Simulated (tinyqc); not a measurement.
Energy and delay of logic against supply voltage: one step of the calculation.

One expression serves below and above threshold: I(Vg) = Ik [ln(1 + exp((Vg - VT + dd V)/(al nf Vt)))]^al, with I_on = I(V) and I_off = I(0). Gate delay td = kd C V/I_on, clock period LD td. Per gate and cycle the switching energy is act C V^2 and the leakage energy I_off V LD td. No short-circuit current, no variation. Minima are sought above 0.09 V; below a few Vt gates no longer switch and the model has no meaning.

Problem. New V. Minimum-energy supply: E(V) is the energy per gate and cycle; with h = 0.001 V, E' = (E(V + h) - E(V - h))/(2 h), E'' = (E(V - h) - 2 E(V) + E(V + h))/h^2, V(new) = V - E'/E''.

Values chosen for this exercise; values of the order met in logic technologies:

| symbol | value | unit | meaning |
|---|---|---|---|
| T | 330 | K | temperature |
| VT | 0.43 | V | threshold voltage at zero drain bias |
| nf | 1.31 |  | slope factor |
| dd | 0.06 |  | barrier lowering per volt of supply |
| Ik | 2.6 | uA | specific current of a gate |
| al | 1.32 |  | exponent of the current law |
| C | 2.9 | fF | load capacitance of a gate |
| kd | 1.1 |  | delay factor |
| LD | 20 |  | logic depth |
| act | 0.2 |  | activity factor |

Constants: q = 1.602176634e-19 C, kB = 1.380649e-23 J/K, Vt = kB T/q. Results are converted to the units shown.

V after iteration 1 = 0.19332519 V

Give: E'; E''; V after iteration 2.

Solution.

E' = 5.4331 aJ/V
E'' = 4063.9 aJ/V^2
V after iteration 2 = 0.19199 V

tinyqc, about 0.01 s, one thread, Intel Xeon 2.30GHz (shared host): `OMP_NUM_THREADS=1 python tinyqc.py 2082147 2082148 out.jsonl`
